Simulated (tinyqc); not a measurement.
Transmission around the level: tunnelling through a thin dielectric with one trap, as a tight-binding chain.

Hopping -t everywhere, t = c/(m a^2), c = hbar^2/2m0; lead sites at 2t (band bottom 0), barrier sites 1 to N at 2t + phi, and site j has U besides. No voltage. Leads give S = -t exp(ika) on sites 1 and N, cos(ka) = 1 - E/(2t). T = (2 t sin(ka))^2 |G_1N|^2, G = (E - H - S)^-1. In the barrier cosh(q a) = 1 + (phi - E)/(2t).

Resonance: the lowest eigenvalue of H + S(E), iterated until its real part equals E (40 rounds from Eb = phi + 2t - sqrt(4t^2 + U^2), the level in an endless barrier). With v the normalised squared amplitudes of that state, Gamma_L = 2 t sin(ka) v_1, Gamma_R = 2 t sin(ka) v_N; Breit-Wigner T = Gamma_L Gamma_R/((E - Er)^2 + (Gamma_L + Gamma_R)^2/4).

Constants: hbar^2/2m0 = 3.80998211 eV angstrom^2.

Values chosen for the exercise (barrier and mass of the size used for SiO2 on silicon; not measured data):

| symbol | value | unit | meaning |
|---|---|---|---|
| a | 2.5 | angstrom | site spacing |
| m | 0.46 | m0 | mass, the same in leads and barrier |
| phi | 3.07 | eV | conduction edge of the barrier above that of the leads |
| N | 10 |  | barrier sites |
| j | 7 |  | site of the trap |
| U | -3.48 | eV | extra energy on the trap site |

Er = 1.34627 eV

widths (meV): left 0.0040246, right 2.7253

Energies Er + x (Gamma_L + Gamma_R).

T:

| x | E (eV) | chain | Breit-Wigner | no trap |
|---|---|---|---|---|
| -8.0 | 1.3244 | 2.07e-05 | 2.29e-05 | 1.27e-09 |
| -3.0 | 1.3381 | 0.000153 | 0.000159 | 1.37e-09 |
| -1.0 | 1.3435 | 0.00116 | 0.00118 | 1.41e-09 |
| -0.5 | 1.3449 | 0.00293 | 0.00294 | 1.42e-09 |
| 0.0 | 1.3463 | 0.00589 | 0.00589 | 1.43e-09 |
| 0.5 | 1.3476 | 0.00297 | 0.00294 | 1.44e-09 |
| 1.0 | 1.3490 | 0.00119 | 0.00118 | 1.45e-09 |
| 3.0 | 1.3545 | 0.000166 | 0.000159 | 1.50e-09 |
| 8.0 | 1.3681 | 2.54e-05 | 2.29e-05 | 1.61e-09 |

At Er the chain gives 0.00589, 4.12e+06 times the value without trap, and Breit-Wigner 0.00589. In the wings the single pole gives 1.11 times the chain value at x = -8 and 0.902 times at x = 8, because the widths and the level shift change with energy.

Computed by tinyqc, a small Python program: `OMP_NUM_THREADS=1 python tinyqc.py 1452592 1452593 out.jsonl` (the numbers bound the seed that draws the inputs); one thread of a shared host (Intel(R) Xeon(R) Processor @ 2.30GHz), about 0.1 s for the whole set of steps.
